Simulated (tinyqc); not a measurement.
Junctionless gate-all-around wire, depletion approximation: two steps of the calculation.

A uniformly doped n-type wire of radius R under a surrounding gate; long channel. Below flat band a shell from radius rc to R is fully depleted and the neutral core, at channel potential V (0 at the source, Vd at the drain), carries the current with constant mobility; s = (rc/R)^2 is the share of the cross-section that conducts. The edge of the depleted shell is taken as abrupt, so there is no subthreshold current.

Parameters, values chosen for the exercise; material values close to those of silicon:
```
symbol   value   unit                                      meaning
eps_r     11.7          relative permittivity of the semiconductor
eox          9         relative permittivity of the gate insulator
tox        8.7     nm                          insulator thickness
R           15     nm                                  wire radius
Nd      1.7e18  cm^-3                                donor density
Vfb       0.35      V                            flat-band voltage
Vg        0.18      V                                 gate voltage
```

Constants: q = 1.602176634e-19 C, eps0 = 8.8541878128e-14 F/cm where lengths are in cm. Results are converted to the units shown.

Question 1. Voltages that deplete the wire. Cox = eps0 eox/(R ln(1 + tox/R)); A = q Nd R^2/(4 eps0 eps_r); B = q Nd R/(2 Cox); VT = Vfb - A - B.

Give: Cox; A; B; VT.

Answer 1.

Cox = 1.161 uF/cm^2
A = 0.1479 V
B = 0.1759 V
VT = 0.02622 V

Of the 0.324 V needed, 54.3 % drops over the insulator. The device is normally off.

Question 2. Conducting share at the source by Newton steps. With V = 0: f = A (1 - s + s ln s) + B (1 - s) - (Vfb - Vg); f' = A ln s - B; s(new) = s - f/f'.

s at the start = 0.5
A = 0.14789287 V
B = 0.17588968 V

Wanted: f; f'; s after iteration 1.

Answer 2.

f = -0.059364 V
f' = -0.27840 V
s after iteration 1 = 0.28677

Program tinyqc, `OMP_NUM_THREADS=1 python tinyqc.py 2460156 2460157 out.jsonl`; Intel Xeon 2.30GHz, shared host, one thread, about 0.01 s.
